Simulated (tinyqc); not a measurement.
Exchange-split free-electron bands and tunnelling magnetoresistance, step by step. Values are carried at full precision from step to step, so a last printed digit may differ when a step is redone from the rounded ones.

Majority and minority bands E = c k^2/m -/+ Dx/2, c = hbar^2/2m0, so k_up = sqrt(m (EF + Dx/2)/c), k_dn = sqrt(m (EF - Dx/2)/c); n_s = k_s^3/(6 pi^2), D_s = m k_s/(4 pi^2 c).

Constants: hbar^2/2m0 = 3.80998211 eV angstrom^2.

Values chosen for the exercise:
```
symbol  value  unit      meaning
EF      5.01   eV        Fermi energy above the mean band bottom
Dx      2.9    eV        exchange splitting
m       1.02   m0        mass in the electrodes
mb      0.4    m0        mass in the barrier
phi     1.47   eV        barrier height above EF
d       6.8    angstrom  barrier thickness
```

## The two Fermi spheres

Give k_s, n_s, D_s, the moment per electron (n_up - n_dn)/n and three polarisations: of D, of D v and of D v^2 (v proportional to k).

k_up, k_dn (1/angstrom): [1.3151, 0.9763]

n_up, n_dn (1/angstrom^3): [0.03841, 0.01571]

D_up, D_dn (1/(eV angstrom^3)): [0.00892, 0.00662]

moment per electron = 0.4193 muB

polarisations: D 0.1479, D v 0.2894, D v^2 0.4193

The three numbers differ although they describe one band structure: each probe (density of states, ballistic current, diffusive current) weights the velocity differently.

## Transmissions

Barrier: kappa = sqrt(mb phi/c), c = hbar^2/2m0. With a = k1/m, b = k2/m, w = kappa/mb, the transmission at normal incidence is T(k1, k2) = 4 a b w^2/[w^2 (a + b)^2 + (w^2 + a^2)(w^2 + b^2) sinh^2(kappa d)]. Parallel: G_P = T(up, up) + T(dn, dn); antiparallel: G_AP = 2 T(up, dn); TMR = (G_P - G_AP)/G_AP. Julliere: TMR = 2 P^2/(1 - P^2). Slonczewski factor: P_eff = P_k (w^2 - a_up a_dn)/(w^2 + a_up a_dn), P_k = (k_up - k_dn)/(k_up + k_dn).

Evaluate kappa and the three T.

kappa = 0.3929 1/angstrom
kappa d = 2.671

T: up-up 0.01764, dn-dn 0.01894, up-dn 0.01827

The minority channel transmits more, by a factor 1.07; the common factor exp(-2 kappa d) is 0.00478.

## Magnetoresistance

From the T, and from the Julliere formula with P_k and with P_eff.

TMR from T = 0.10 %
P_k = 0.1479
P_eff = -0.0181
Julliere with P_k = 4.47 %
Julliere with P_eff = 0.07 %

The interface factor is -0.123: it reverses the sign of the tunnelling polarisation. The plain Julliere value lies 4.4 points above the result and the one with P_eff 0.04 points from it. Symmetry filtering in crystalline barriers, which gives far larger values, is outside this model.

## Checks

- TMR of a thick barrier against the Julliere formula with P_eff: both 0.0006570.

Computed by tinyqc, a small Python program: `OMP_NUM_THREADS=1 python tinyqc.py 1650599 1650600 out.jsonl` (the numbers bound the seed that draws the inputs); one thread of a shared host (Intel(R) Xeon(R) Processor @ 2.30GHz), about 0.01 s for the whole set of steps.
